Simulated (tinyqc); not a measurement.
Field dependence: Hall factor, magnetoresistance and optical conductivity for a power-law relaxation time. Computed by tinyqc, a small Python program. Command: `OMP_NUM_THREADS=1 python tinyqc.py 3025272 3025273 out.jsonl magneto walk`. One thread of a shared host (Intel(R) Xeon(R) Processor @ 2.30GHz), about 0.01 s of CPU time with the checks.

One spherical parabolic band, tau(E) = tau_0 x^s with x = E/(k_B T). Landau quantisation is left out.

Inputs (values chosen for the exercise, with a mass close to that of holes in silicon): effective mass m = 0.39 m_0; exponent s = 1; tau_0 = 96 fs; reduced Fermi level eta = -5; temperature T = 77 K.

Constants: m_0 = 9.1093837015e-31 kg; k_B = 1.380649e-23 J/K; hbar = 1.054571817e-34 J s; e = 1.602176634e-19 C.

Method:
- <y> = int y x^(3/2) f (1 - f) dx / int x^(3/2) f (1 - f) dx, f = 1/(1 + exp(x - eta)).
- Integrals over x = E/(k_B T) use 160 Gauss-Legendre points in u = sqrt(x) from 0 to sqrt(max(eta, 0) + 45).
- n = (2 m k_B T)^(3/2)/(3 pi^2 hbar^3) int x^(3/2) f (1 - f) dx; moments in units of tau_0.
- mu = e <tau>/m; weak field r_H = <tau^2>/<tau>^2 and MR = c (mu B)^2, c = <tau^3>/<tau>^3 - r_H^2; strong field r_H = 1 and MR = <tau> <1/tau> - 1.
- With w_c = e B/m: sigma_xx = (n e^2/m) <tau/(1 + w_c^2 tau^2)>, sigma_xy = (n e^2/m) <w_c tau^2/(1 + w_c^2 tau^2)>; r_H = (n e/B) sigma_xy/(sigma_xx^2 + sigma_xy^2); MR = sigma_0 sigma_xx/(sigma_xx^2 + sigma_xy^2) - 1, sigma_0 = n e^2 <tau>/m.

drift mobility mu = 1083.64 cm^2/(V s)

saturation MR = 66.4691 %

Against the field:
```
B (T)        mu B     r_H      MR (%)
0.28   3.0342e-02  1.3980  5.1132e-02
0.92   9.9695e-02  1.3880  5.2438e-01
2.8    3.0342e-01  1.3317  3.6110e+00
5.5    5.9600e-01  1.2577  8.9352e+00
9.2    9.9695e-01  1.1917  1.5312e+01
18     1.9505e+00  1.1138  2.6069e+01
37     4.0095e+00  1.0551  3.8752e+01
92     9.9695e+00  1.0175  5.2391e+01
370    4.0095e+01  1.0020  6.3101e+01
```

r_H falls from 1.398 to 1.002, so a strong-field measurement gives n directly (though the highest fields listed exceed the roughly 100 T that non-destructive magnets reach); half of the fall is done between 0.596 and 0.997 in mu B. MR starts as B^1.96 and reaches 95 % of its saturation value in the last row. It arises only because carriers of different energy have different Hall angles, which one Hall field cannot cancel. Above 22 T hbar w_c exceeds k_B T and mu B exceeds 1, and Landau quantisation replaces this picture.

Extremes, crossings and ranges named in words are read from the listed rows.
